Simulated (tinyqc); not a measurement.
# Interface traps from C-V curves, high-low and Terman methods: two studies

MOS capacitor on an n-type substrate; psi is the band bending, negative in depletion; only majority carriers are counted. At the bending psi the Fermi level lies y = xi - psi below the conduction edge at the surface, xi = Vt ln(Nc/Nd). Dit(y) = D0 + D1 exp(-y/E1); traps fill up to the Fermi level, follow the bias and a slow signal, and do not follow a fast one. V is the gate voltage from flat band.

Inputs (values chosen for the exercise); band and dielectric values close to those of silicon:
- T = 300 K (temperature)
- eps_r = 11.6 (relative permittivity)
- Nc = 2.76e19 cm^-3 (conduction-band density of states at T)
- Nd = 1.6e17 cm^-3 (donor density)
- EOT = 22 nm (equivalent oxide thickness)
- D0 = 2.3e12 cm^-2 eV^-1 (trap density far from the band edge)
- D1 = 5.1e13 cm^-2 eV^-1 (band-tail density at the conduction edge)
- E1 = 0.1 eV (decay energy of the tail)

Constants: q = 1.602176634e-19 C, kB = 1.380649e-23 J/K, Vt = kB T/q, eps0 = 8.8541878128e-14 F/cm where lengths are in cm. Results are converted to the units shown.

Each table varies one quantity; the others keep the values above.

## An error in the doping read as traps

Cox = 3.9 eps0/EOT, LD = sqrt(eps0 eps_r Vt/(q Nd)), u = psi/Vt, Cd = (eps0 eps_r/(sqrt(2) LD)) |exp(u) - 1|/sqrt(exp(u) - u - 1). Ideal V0 = psi - sqrt(2) (eps0 eps_r Vt/LD) sqrt(exp(u) - u - 1)/Cox for psi < 0; the traps add dV = (q/Cox) times the integral of Dit from 0 to psi = (q/Cox) [D0 psi + D1 E1 exp(-xi/E1) (exp(psi/E1) - 1)]. 1/C_HF = 1/Cox + 1/Cd, 1/C_LF = 1/Cox + 1/(Cd + q Dit). The sample has Nd; the ideal curve is drawn with Nd (1 + e). At the true psi = -0.243 V the measured C_HF is matched to the ideal curve, which gives psi', and Dit = (Cox/q) [dV/dpsi' - 1 - Cd'(psi')/Cox], derivatives exact.

The same in every row: true Dit (cm^-2 eV^-1) = 3.486e12.

An error in the doping read as traps:
```
e      psi' (V)  apparent Dit (cm^-2 eV^-1)
-0.15   -0.2103                    4.527e12
-0.1    -0.2212                    4.143e12
-0.05   -0.2321                    3.798e12
-0.02   -0.2387                    3.607e12
0       -0.2430                    3.486e12
0.02    -0.2473                    3.369e12
0.05    -0.2539                    3.202e12
0.1     -0.2647                    2.944e12
0.15    -0.2756                    2.707e12
```

The apparent Dit falls from 4.53e12 to 2.71e12 cm^-2 eV^-1, against the true 3.49e12. An error of +5 % in the doping shifts it by -2.84e11 cm^-2 eV^-1, 8.13 % of the true value.

## Subthreshold swing with traps

Same model as above.

At psi = -0.243 V the swing of a transistor with this gate would be S = Vt ln 10 (1 + (Cd + q Dit)/Cox), Dit as above.

Result of one run:
```
D0 (cm^-2 eV^-1)  Dit (cm^-2 eV^-1)  q Dit/Cox  S (mV/decade)
1.8e12                     2.986e12      3.048          334.3
```

What becomes of these results when the trap density far from the band edge D0 is changed from 1.8e12 to 2.1e11 cm^-2 eV^-1, all else the same?

Result of the changed run:
```
D0 (cm^-2 eV^-1)  Dit (cm^-2 eV^-1)  q Dit/Cox  S (mV/decade)
2.1e11                     1.396e12      1.425          237.7
```

The whole series:
```
D0 (cm^-2 eV^-1)  Dit (cm^-2 eV^-1)  q Dit/Cox  S (mV/decade)
8.5e9                      1.194e12      1.219          225.5
2.5e10                     1.211e12      1.236          226.5
7.3e10                     1.259e12      1.285          229.4
2.1e11                     1.396e12      1.425          237.7
6.2e11                     1.806e12      1.843          262.6
1.8e12                     2.986e12      3.048          334.3
5.3e12                     6.486e12      6.620          547.0
1.5e13                     1.619e13      16.52           1136
```

S rises from 225 to 1140 mV/decade; without traps it is 153. The traps add 10 mV/decade at Dit = 1.65e11 cm^-2 eV^-1 and equal Cox at 9.80e11.

Computed by the program tinyqc: `OMP_NUM_THREADS=1 python tinyqc.py 2030017 2030018 out.jsonl`, one thread of a shared Intel Xeon 2.30GHz, about 0.01 s for the whole run.
